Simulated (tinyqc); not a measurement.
## Ballistic conductance of a hard-wall strip of a two-dimensional electron gas by counting modes: conductance against Fermi energy

Subband edges E_n = C (n pi/W)^2/m, n = 1, 2, ...; C = hbar^2/(2 m0). Every mode transmits fully; spin gives the factor 2 in 2 q^2/h, valleys the factor gv.

G = (2 q^2/h) gv M; at zero temperature M counts the edges below Ef, at T it is the sum of degeneracy times f. The smooth (Sharvin) count is kF W/pi, kF = sqrt(m Ef/C), and with the boundary term kF W/pi - 1/2. f = 1/(1 + exp((E_n - Ef)/Vt)).

Values chosen for this exercise: temperature T = 300 K; mass m = 0.44 m0; valleys gv = 1; width W = 8.1 nm.

Constants: q = 1.602176634e-19 C, kB = 1.380649e-23 J/K, hbar = 1.054571817e-34 J s, h = 6.62607015e-34 J s, m0 = 9.1093837015e-31 kg, Vt = kB T/q, hbar^2/(2 m0) = 0.0380998212 eV nm^2. Results are converted to the units shown.

Result of one run:
```
M at T = 0,M at T,smooth count,with boundary term,G (uS)
3,2.489,3.048,2.548,192.9
```

Which Fermi energy above the 2D band edge Ef gave this result: 0.032, 0.076, 0.121, 0.143 or 0.21 eV?

Ef = 0.121 eV.

The whole series:
```
Ef (eV),M at T = 0,M at T,smooth count,with boundary term,G (uS)
0.032,1,1.027,1.567,1.067,79.60
0.054,2,1.431,2.036,1.536,110.8
0.076,2,1.810,2.415,1.915,140.3
0.098,2,2.155,2.743,2.243,167.0
0.121,3,2.489,3.048,2.548,192.9
0.143,3,2.770,3.313,2.813,214.6
0.165,3,3.008,3.559,3.059,233.0
0.187,3,3.239,3.789,3.289,251.0
0.21,4,3.497,4.015,3.515,271.0
0.232,4,3.727,4.220,3.720,288.8
0.254,4,3.907,4.416,3.916,302.7
```

The integer count climbs from 1 to 4; the smooth count goes as Ef^(0.50). In the last row M at T is 12 % below the smooth count and 0.22 % below the count with the boundary term: hard walls push the wave away from the edge and cost modes. The largest gap between M at T and the integer count is 0.57.

Computed by the program tinyqc: `OMP_NUM_THREADS=1 python tinyqc.py 2740110 2740111 out.jsonl`, one thread of a shared Intel Xeon 2.30GHz, about 0.07 s for the whole run.
